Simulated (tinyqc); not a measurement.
CIS on RHF in the sto-3g basis, for H4, spin multiplicity 1, step by step. Computed by tinyqc, a small Python program that keeps every step (integrals from PySCF). Settings: charge = 0, multiplicity = 1, basis = sto-3g, method = RHF, energy threshold = 1e-10, iteration cap = 77, orthogonalisation = canonical, start = Wolfsberg-Helmholz matrix, DIIS depth = 6. Command: `OMP_NUM_THREADS=1 python tinyqc.py 21617 21618 out.jsonl` (the two numbers bound the seeds that draw the settings). One thread of a shared host (Intel(R) Xeon(R) Processor @ 2.60GHz), about 0.05 s of CPU time with the checks. The early iterations of the SCF are left out here.

## One-electron integrals

Geometry (angstrom):
```
atom         x         y         z
H     0.000000  0.000000  0.000000
H     0.000000  0.000000  0.994000
H     0.000000  1.744000  0.000000
H     0.000000  1.744000  0.994000
```

Basis sto-3g: exponents (1/bohr^2) and contraction coefficients of normalised primitives:
```
element  l (shell)  exponent  coefficient
H            s (1)  3.425251     0.154329
H            s (1)  0.623914     0.535328
H            s (1)  0.168855     0.444635
```

Overlap, kinetic and nuclear-attraction integrals over the contracted functions; the nuclear repulsion is the sum of Za Zb / Rab.

nuclear repulsion = 2.19882937 hartree

overlap S, lower triangle:
```
          1H 1s     2H 1s     3H 1s     4H 1s
1H 1s  1.000000
2H 1s  0.500027  1.000000
3H 1s  0.178899  0.117780  1.000000
4H 1s  0.117780  0.178899  0.500027  1.000000
```

kinetic energy T (hartree), lower triangle:
```
           1H 1s      2H 1s     3H 1s     4H 1s
1H 1s   0.760032
2H 1s   0.113551   0.760032
3H 1s  -0.004360  -0.010196  0.760032
4H 1s  -0.010196  -0.004360  0.113551  0.760032
```

nuclear attraction V (hartree), lower triangle:
```
           1H 1s      2H 1s      3H 1s      4H 1s
1H 1s  -2.308773
2H 1s  -1.091861  -2.308773
3H 1s  -0.354256  -0.240342  -2.308773
4H 1s  -0.240342  -0.354256  -1.091861  -2.308773
```

core Hamiltonian H = T + V (hartree), lower triangle:
```
           1H 1s      2H 1s      3H 1s      4H 1s
1H 1s  -1.548741
2H 1s  -0.978309  -1.548741
3H 1s  -0.358616  -0.250538  -1.548741
4H 1s  -0.250538  -0.358616  -0.978309  -1.548741
```

## Two-electron integrals

Functions are numbered as in S; the eight-fold symmetry (ij|kl) = (ji|kl) = (kl|ij) leaves the list below.

Two-electron integrals (ij|kl) in chemists' order, unique and non-zero (hartree):
```
(11|11) 0.774606   (21|11) 0.312091   (21|21) 0.160369   (22|11) 0.480000
(22|21) 0.312091   (22|22) 0.774606   (31|11) 0.089665   (31|21) 0.039826
(31|22) 0.067469   (31|31) 0.017269   (32|11) 0.051557   (32|21) 0.027366
(32|22) 0.055070   (32|31) 0.010319   (32|32) 0.007144   (33|11) 0.300834
(33|21) 0.143839   (33|22) 0.262750   (33|31) 0.089665   (33|32) 0.055070
(33|33) 0.774606   (41|11) 0.055070   (41|21) 0.027366   (41|22) 0.051557
(41|31) 0.010319   (41|32) 0.007034   (41|33) 0.051557   (41|41) 0.007144
(42|11) 0.067469   (42|21) 0.039826   (42|22) 0.089665   (42|31) 0.013134
(42|32) 0.010319   (42|33) 0.067469   (42|41) 0.010319   (42|42) 0.017269
(43|11) 0.143839   (43|21) 0.073731   (43|22) 0.143839   (43|31) 0.039826
(43|32) 0.027366   (43|33) 0.312091   (43|41) 0.027366   (43|42) 0.039826
(43|43) 0.160369   (44|11) 0.262750   (44|21) 0.143839   (44|22) 0.300834
(44|31) 0.067469   (44|32) 0.051557   (44|33) 0.480000   (44|41) 0.055070
(44|42) 0.089665   (44|43) 0.312091   (44|44) 0.774606
```

## Orthogonalisation

S = U s U^T; canonical form X = U s^(-1/2), so that X^T S X = 1. Each column of U has its largest component positive (the first on a tie).

eigenvalues of S: 0.438854  0.561092  1.203348  1.796706

X:
```
               1          2          3         4
1H 1s   0.754762   0.667502   0.455800  0.373020
2H 1s  -0.754762  -0.667502   0.455800  0.373020
3H 1s  -0.754762   0.667502  -0.455800  0.373020
4H 1s   0.754762  -0.667502  -0.455800  0.373020
```

## Iteration 2 (converged): orbitals

converged F (hartree), lower triangle:
```
           1H 1s      2H 1s      3H 1s      4H 1s
1H 1s  -0.254449
2H 1s  -0.484984  -0.254449
3H 1s  -0.140139  -0.122197  -0.254449
4H 1s  -0.122197  -0.140139  -0.484984  -0.254449
```

Diagonalise F' = X^T F X, C = X C', fill 2 alpha and 2 beta electrons from the bottom; D = 2 C_occ C_occ^T. Each column has its largest component positive (the first on a tie).

F' = X^T F X (hartree), lower triangle:
```
          1         2          3          4
1  0.566195
2  0.000000  0.378891
3  0.000000  0.000000  -0.396475
4  0.000000  0.000000   0.000000  -0.557559
```

orbital energies (hartree): MO1 -0.557559, MO2 -0.396475, MO3 0.378891, MO4 0.566195

coefficients C:
```
            MO1        MO2        MO3        MO4
1H 1s  0.373020   0.455800   0.667502   0.754762
2H 1s  0.373020   0.455800  -0.667502  -0.754762
3H 1s  0.373020  -0.455800   0.667502  -0.754762
4H 1s  0.373020  -0.455800  -0.667502   0.754762
```

D after iteration 2, lower triangle:
```
           1H 1s      2H 1s     3H 1s     4H 1s
1H 1s   0.693795
2H 1s   0.693795   0.693795
3H 1s  -0.137220  -0.137220  0.693795
4H 1s  -0.137220  -0.137220  0.693795  0.693795
```

## Convergence

Stop when the energy changes by less than 1e-10 hartree and every element of the error matrix X^T (F D S - S D F) X is below 3e-06.

Course of the cycle:
```
iteration  E (hartree)     change  largest element of the error matrix
1          -2.09453587          -                             5.35e-16
2          -2.09453587  -1.78e-15                             1.16e-15
```

PySCF RHF in the same basis = -2.09453587 hartree

Converged in 2 iterations.

## Integrals over molecular orbitals

(pq|rs) = sum C_ip C_jq C_kr C_ls (ij|kl), one index at a time.

one-electron integrals over orbitals h = C^T H C (hartree), lower triangle:
```
           1          2          3          4
1  -1.745530
2   0.000000  -1.593801
3   0.000000   0.000000  -1.209265
4   0.000000   0.000000   0.000000  -1.053549
```

Two-electron integrals over orbitals (pq|rs), unique and non-zero (hartree):
```
(11|11) 0.454936   (21|21) 0.177759   (22|11) 0.455398   (22|22) 0.464290
(31|31) 0.106571   (32|32) 0.089860   (33|11) 0.444404   (33|22) 0.447890
(33|33) 0.453929   (41|32) 0.087817   (41|41) 0.085858   (42|31) 0.111157
(42|42) 0.119379   (43|21) 0.177397   (43|43) 0.194212   (44|11) 0.451951
(44|22) 0.460540   (44|33) 0.463033   (44|44) 0.476303
```

## CIS matrix, singlets

A(ia,jb) = (e_a - e_i) d_ij d_ab + 2 (ia|jb) - (ij|ab).

CIS matrix A, singlet (hartree), lower triangle:
```
          1>3        1>4       2>3       2>4
1>3  0.705188
1>4  0.000000   0.843519
2>3  0.000000  -0.001763  0.507196
2>4  0.044918   0.000000  0.000000  0.740890
```

## CIS singlet states

dipole integrals <i|r|a> (bohr):
```
            x         y          z
1>3  0.000000  0.000000  -1.102748
1>4  0.000000  0.000000   0.000000
2>3  0.000000  0.000000   0.000000
2>4  0.000000  0.000000  -1.061197
```

Diagonalise A (1 hartree = 27.211386 eV); each vector has its largest component positive (the first on a tie). The transition dipole is mu = sqrt2 sum c_ia <i|r|a>.

singlet excitation energies (eV): 13.801265  18.359614  20.990154  22.953563

lowest vectors:
```
      state 1    state 2   state 3    state 4
1>3  0.000000   0.827441  0.561552   0.000000
1>4  0.005242   0.000000  0.000000   0.999986
2>3  0.999986   0.000000  0.000000  -0.005242
2>4  0.000000  -0.561552  0.827441   0.000000
```

oscillator strengths 2/3 w |mu|^2: 0.000000  0.090139  2.305887  0.000000

## CIS matrix, triplets

A(ia,jb) = (e_a - e_i) d_ij d_ab - (ij|ab).

CIS matrix A, triplet (hartree), lower triangle:
```
           1>3        1>4       2>3       2>4
1>3   0.492046
1>4   0.000000   0.671803
2>3   0.000000  -0.177397  0.327477
2>4  -0.177397   0.000000  0.000000  0.502131
```

## CIS triplet states

Diagonalise A (1 hartree = 27.211386 eV); each vector has its largest component positive (the first on a tie).

triplet excitation energies (eV): 6.869133  8.697305  18.355630  20.322645

lowest vectors:
```
      state 1   state 2    state 3    state 4
1>3  0.000000  0.717082  -0.696988   0.000000
1>4  0.389589  0.000000   0.000000   0.920989
2>3  0.920989  0.000000   0.000000  -0.389589
2>4  0.000000  0.696988   0.717082   0.000000
```
